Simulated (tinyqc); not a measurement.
Graded p-n junction, non-linear Poisson equation by Newton steps: two steps of the calculation.

One dimension, p side on the left, n side on the right; net doping C = (Nd - Na)/2 + ((Nd + Na)/2) tanh(x/Lg). The potential psi is counted from the intrinsic level, and the quasi-Fermi potentials are flat: 0 for holes and -V for electrons, so n = ni exp((psi + V)/Vt) and p = ni exp(-psi/Vt) (Boltzmann statistics, full ionisation, no current). Under reverse bias this makes the minority densities vanishingly small everywhere; they play no part in the charge.

Inputs (values chosen for the exercise):
```
symbol  value  unit                                meaning
T         300     K                            temperature
V        -1.3     V  bias of the p side against the n side
```

Constants: q = 1.602176634e-19 C, kB = 1.380649e-23 J/K, Vt = kB T/q. Results are converted to the units shown.

Task 1. Densities, residual and Jacobian diagonal. n_i = ni exp((psi_i + V)/Vt), p_i = ni exp(-psi_i/Vt), rho_i = p_i - n_i + C_i, g_i = (n_i + p_i)/Vt. Box widths w_i = (h_(i-1) + h_i)/2 in cm. Residual F_i = a_i (psi_(i+1) - psi_i) - a_(i-1) (psi_i - psi_(i-1)) + q rho_i w_i; Jacobian: a_(i-1) and a_i beside the diagonal, b_i = -a_(i-1) - a_i - q g_i w_i on it. The two end nodes are fixed.

```
node  x (nm)  psi at the start (V)  net doping C (cm^-3)
0       -870            -0.4232139         -9.2999994e16
1       -627            -0.4232139         -9.2999273e16
2       -430            -0.4232139         -9.2962633e16
3       -272            -0.4232139         -9.2122891e16
4       -144            -0.4232139         -8.2210319e16
5      -41.5             0.1083951         -3.1360051e16
6       41.5             1.3536097          4.8360051e16
7        136             1.7275540          9.7453896e16
8        242             1.7275540          1.0840746e17
9        363             1.7275540          1.0985737e17
10       501             1.7275540          1.0999097e17
11       656             1.7275540          1.0999959e17
12       833             1.7275540          1.0999999e17
```

coupling a_i, interval 0 to 11 (F/cm^2): [4.2995645e-8, 5.3035237e-8, 6.6126213e-8, 8.1624544e-8, 1.0193114e-7, 1.2587881e-7, 1.1056023e-7, 9.8565487e-8, 8.6346625e-8, 7.5709722e-8, 6.7406075e-8, 5.9027919e-8]
ni = 7.2244107e9 cm^-3

Wanted: n; p; residual F; diagonal b.

Result 1.

```
node  n (cm^-3)  p (cm^-3)
0      8.13e-20    9.30e16
1      8.13e-20    9.30e16
2      8.13e-20    9.30e16
3      8.13e-20    9.30e16
4      8.13e-20    9.30e16
5      6.93e-11     1.09e8
6       5.75e10   1.32e-13
7       1.10e17   6.87e-20
8       1.10e17   6.87e-20
9       1.10e17   6.87e-20
10      1.10e17   6.87e-20
11      1.10e17   6.87e-20
12      1.10e17   6.87e-20
```

```
node  residual F (1e-8 C/cm^2)  diagonal b (F/cm^2)
1                         0.00             -1.28e-5
2                         0.01             -1.03e-5
3                         0.20             -8.39e-6
4                         7.41             -6.83e-6
5                         5.60             -2.28e-7
6                        -4.66             -2.36e-7
7                        -6.15             -7.04e-6
8                        -0.29             -7.92e-6
9                        -0.03             -8.99e-6
10                        0.00             -1.01e-5
11                        0.00             -1.14e-5
```

Task 2. Newton step. Solve the tridiagonal system a_(i-1) d_(i-1) + b_i d_i + a_i d_(i+1) = -F_i for nodes 1 to 11, with d = 0 on fixed nodes. Half of the step is added while the largest |d| exceeds 1.5 Vt, the full step after that.

coupling a_i, interval 0 to 11 (F/cm^2): [4.2995645e-8, 5.3035237e-8, 6.6126213e-8, 8.1624544e-8, 1.0193114e-7, 1.2587881e-7, 1.1056023e-7, 9.8565487e-8, 8.6346625e-8, 7.5709722e-8, 6.7406075e-8, 5.9027919e-8]

```
node  diagonal b (F/cm^2)  residual F (C/cm^2)
1           -1.2776045e-5        1.2809910e-12
2           -1.0347173e-5        5.3140678e-11
3           -8.3303740e-6         1.0103429e-9
4           -5.2674860e-6         4.2683218e-8
5           -2.2780995e-7         2.7978501e-8
6           -2.3643953e-7        -2.3319161e-8
7           -5.8144576e-6        -3.4000367e-8
8           -7.8489890e-6        -1.4570747e-9
9           -8.9839586e-6       -1.4802695e-10
10          -1.0129922e-5       -1.0601692e-11
11          -1.1443038e-5       -5.4117854e-13
```

psi after iteration 1, node 0 to 12 (V): [-0.4232139, -0.4232138, -0.4232076, -0.4230268, -0.4163005, 0.2076948, 1.3054544, 1.7224292, 1.7273072, 1.7275351, 1.7275528, 1.7275539, 1.7275540]

Find: Newton step d, before damping; psi after iteration 2.

Result 2.

Newton step d, before damping, node 1 to 11 (V): [0.0000, 0.0000, 0.0002, 0.0101, 0.1007, -0.0482, -0.0068, -0.0003, 0.0000, 0.0000, 0.0000]
psi after iteration 2, node 0 to 12 (V): [-0.423, -0.423, -0.423, -0.423, -0.411, 0.258, 1.281, 1.719, 1.727, 1.728, 1.728, 1.728, 1.728]

Numbers from tinyqc (`OMP_NUM_THREADS=1 python tinyqc.py 2000036 2000037 out.jsonl`; about 0.04 s on one thread of a shared Intel Xeon 2.30GHz).
